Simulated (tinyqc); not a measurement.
Length of a polyene: Hueckel, PPP and singles CI along the polyenes. Computed by the program tinyqc. 

All-trans chains of carbon centres 1.40 angstrom apart:

| parameter | value |
|---|---|
| beta (eV), times 1 +/- alternation | -2.360000 |
| alternation | 0.080000 |
| W (eV) | 11.160000 |
| gamma_rr (eV) | 11.070000 |
| repulsion formula | Ohno |

Hueckel uses the same beta without repulsion; CIS keeps all single excitations and so misses the low, doubly excited 2Ag state. W is the valence ionisation energy of a centre, MN the Mataga-Nishimoto formula, f the oscillator strength.

Gaps and excitations (eV):

| centres | Hueckel gap | PPP orbital gap | bright singlet (CIS) | f | lowest triplet (CIS) |
|---|---|---|---|---|---|
| 2 | 5.098 | 12.633 | 6.865 | 0.589 | 3.330 |
| 4 | 3.370 | 10.128 | 5.402 | 1.078 | 2.399 |
| 6 | 2.580 | 8.871 | 4.552 | 1.496 | 1.959 |
| 8 | 2.134 | 8.132 | 4.013 | 1.866 | 1.724 |
| 10 | 1.849 | 7.655 | 3.648 | 2.202 | 1.585 |
| 12 | 1.653 | 7.329 | 3.389 | 2.517 | 1.497 |

The Hueckel gap tends to 4 x alternation x |beta| = 0.76 eV for long chains. Exchange opens the PPP orbital gap, and the attraction of electron and hole brings the bright state 3.94 eV below it at 12 centres; the triplet lies 1.89 eV lower still.
